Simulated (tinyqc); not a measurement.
Potential-pH (Pourbaix) lines of a metal, its cation, its oxide and an oxyanion, with a complexing ligand: one step, computed by the program tinyqc. Command: `OMP_NUM_THREADS=1 python tinyqc.py 3002209 3002210 out.jsonl pourb walk`. One thread of a shared host (Intel(R) Xeon(R) Processor @ 2.30GHz), about 0.01 s of CPU time with the checks.

Potentials are against the standard hydrogen electrode; solids and water have unit activity; dG_f of M, H+ and the electron is zero; F = e N_A and s = R T ln(10)/F. The cation carries z = 3.

Question. A complexing ligand. M3+ + 3e = M; (1/2) M2O3 + 3H+ + 3e = M + (3/2) H2O; MO2(-) + 4H+ + 3e = M + 2H2O. For each, E0 = -dG/(z F), and E = E0 + (s/z) log10 a - (s n_H/z) pH, with no activity term for the oxide. The free ligand is c_L/(1 + 10^(pKa - pH)) (ligand in excess); dissolved metal is a in all, so the free cation is a/alpha, alpha = 1 + beta [L]; the cation line drops by (s/z) log10 alpha.

Inputs (values chosen for the exercise, modelled on aluminium): temperature T = 298.15 K; log10 of the dissolved activity a = -6; pH = 4.5; log10 of the stability constant beta of ML = 3.3; pKa of HL = 9.7; total ligand c_L = 0.17 mol/L.

Species: M, M3+, M2O3, MO2(-).

E0 (V): cation -1.655865, oxide -1.500712, oxyanion -1.215314

s = 0.05915935 V

Give: free ligand; log10 alpha; cation line with ligand; that line less the oxide line.

Answer.

free ligand = 1.073e-06 mol/L

log10 alpha = 9.285e-04

cation line with ligand = -1.774 V

that line less the oxide line = -0.007273 V
